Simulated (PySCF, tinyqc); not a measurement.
G0W0 on RHF in the sto-3g basis, for H3-, spin multiplicity 1, step by step. The basis has no diffuse functions, so it cannot describe the extra electron: this is an exercise in the method, not the real anion. The lowest restricted solution is unstable here: a spin-polarised one lies 0.1643 hartree lower (PySCF). One step of it, computed by the program tinyqc.

Task: G0W0 on Hartree-Fock: LUMO. W(p,q,m) = sqrt2 sum_ia (pq|ia) (X+Y)_ia,m; Sigma_c(x) = sum_(i,m) W^2/(x - e_i + w_m) + sum_(a,m) W^2/(x - e_a - w_m); solve x = e_p + Sigma_c(x) by Newton steps; Z = 1/(1 - dSigma/dx); 1 hartree = 27.211386 eV.

orbital energies (hartree): [-0.141869, 0.593494, 0.853415]

Two-electron integrals over orbitals (pq|rs), unique and non-zero (hartree):
```
(11|11) 0.592237    (21|11) -0.029632   (21|21) 0.111878    (22|11) 0.535696
(22|21) 0.113160    (22|22) 0.708332    (31|11) 0.000022    (31|21) 0.000006
(31|22) -0.000083   (31|31) 0.167905    (32|11) 0.000009    (32|21) -0.000077
(32|22) -0.000037   (32|31) -0.083624   (32|32) 0.052185    (33|11) 0.591824
(33|21) -0.083729   (33|22) 0.476400    (33|31) 0.000050    (33|32) 0.000032
(33|33) 0.652361
```

excitation energies w (hartree): [0.321265, 1.295241]

X + Y, order 1>3, 2>3:
```
[[0.191331, 0.871399],
 [0.894145, -0.048696]]
```

Give: The 12 largest terms at x = e_p; Newton steps; quasiparticle energy of the LUMO; Hartree-Fock value.

Result:

The 12 largest terms at x = e_p (hartree; W for the signs of X + Y given):
```
q  m         W       term
1  2    0.2127     0.0197
2  2   -0.1066     0.0073
2  1    0.0434     0.0032
1  1   -0.0603     0.0028
3  1  5.45e-05  -9.26e-09
3  2  5.97e-05  -2.75e-09
```

Newton steps (hartree):
```
step       x  Sigma_c(x)       Z
0     0.8534      0.0331  0.9794
1     0.8858      0.0324  0.9805
2     0.8858      0.0324  0.9805
```

quasiparticle energy of the LUMO = 24.1042 eV

Hartree-Fock value = 23.2226 eV
